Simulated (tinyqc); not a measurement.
Self-heating of a transistor with one or more fingers, with temperature-dependent conductivity: one step, computed by the program tinyqc. Command: `OMP_NUM_THREADS=1 python tinyqc.py 3012210 3012211 out.jsonl selfheat walk`. One thread of a shared host (Intel(R) Xeon(R) Processor @ 2.30GHz), about 0.07 s of CPU time with the checks.

N long parallel fingers lie on the top face of a slab whose bottom is held at T_0; the top is otherwise insulated, and heat flows in two dimensions. P in W/mm is 1000 P in W/m.

Problem. Extra rise from ballistic phonons. Near a source smaller than the free path, Fourier's law overstates the flow. Rough estimate: a strip that emits phonons into a half space adds a resistance times area of 4 Lambda/(3 kappa_0), from the ballistic flux C v Delta T/4 with kappa_0 = C v Lambda/3, so Delta T_b = 4 Lambda P/(3 kappa_0 w); Knudsen number Lambda/w.

Inputs (values chosen for the exercise, modelled on germanium):
```
quantity,value,unit
conductivity at the base temperature kappa_0,45.9,W/(m K)
power per gate width P,0.44,W/mm
width of the heat source w,0.21,micrometre
phonon free path Lambda,100,nm
```

Power: fixed power.

largest theta = 26.83247 K

Give: Knudsen number; ballistic rise Delta T_b; Delta T_b / largest theta.

Solution.

Knudsen number = 0.4762

ballistic rise Delta T_b = 6.086 K

Delta T_b / largest theta = 0.2268

The ballistic term is a large share: this rough estimate calls for a transport calculation.
